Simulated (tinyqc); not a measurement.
Thermoelectric coefficients of one resonant level, Landauer integrals: two steps of the calculation.

Transmission X(x) = (g/2)^2/[(x - y)^2 + (g/2)^2] with x = (E - EF)/kB T, two spin channels. I_k = int X x^k w dx over all x, w = 1/(4 cosh^2(x/2)).

Inputs (values chosen for the exercise):

| symbol | value | unit | meaning |
|---|---|---|---|
| T | 4 | K | temperature |
| g | 0.21 |  | full width of the level over kB T |
| y | -1.9 |  | level position (E0 - EF)/kB T |
| kp | 0.78 |  | phonon heat conductance in units of pi^2 kB^2 T/(3 h) |

Constants: q = 1.602176634e-19 C, kB = 1.380649e-23 J/K, h = 6.62607015e-34 J s. Results are converted to the units shown.

Problem 1. Coefficients. G = (2 q^2/h) I_0, S = -(kB/q) I_1/I_0, L/L0 = [I_2/I_0 - (I_1/I_0)^2]/(pi^2/3), K_e = (2 kB^2 T/h)(I_2 - I_1^2/I_0), ZT = G S^2 T/(K_e + K_ph), K_ph = kp pi^2 kB^2 T/(3 h).

converged I_0, I_1, I_2: 0.037252050  -0.066108497  0.12734669

Wanted: G; S; L/L0; K_e; ZT; ZT without phonons.

Solution 1.

G = 2.886 uS
S = 152.9 uV/K
L/L0 = 0.08183
K_e = 0.02308 pW/K
ZT = 0.09073
ZT without phonons = 11.70

The level lies below EF, so S is positive (hole-like). A level of zero width would give -(kB/q) y = 164 uV/K; S is 6.6 % below that in size.

Problem 2. Two limits for S. Narrow level: S = -(kB/q) y. Mott formula: S = -(pi^2/3)(kB/q) d ln X/dx at x = 0 = -(pi^2/3)(kB/q) 2 y/[y^2 + (g/2)^2].

Find: narrow-level S; Mott S.

Solution 2.

narrow-level S = 163.7 uV/K
Mott S = 297.5 uV/K

The integrals give 153 uV/K; the Mott value is 95 % above that in size.

Computed by the program tinyqc: `OMP_NUM_THREADS=1 python tinyqc.py 2800019 2800020 out.jsonl`, one thread of a shared Intel Xeon 2.30GHz, about 0.02 s for the whole run.
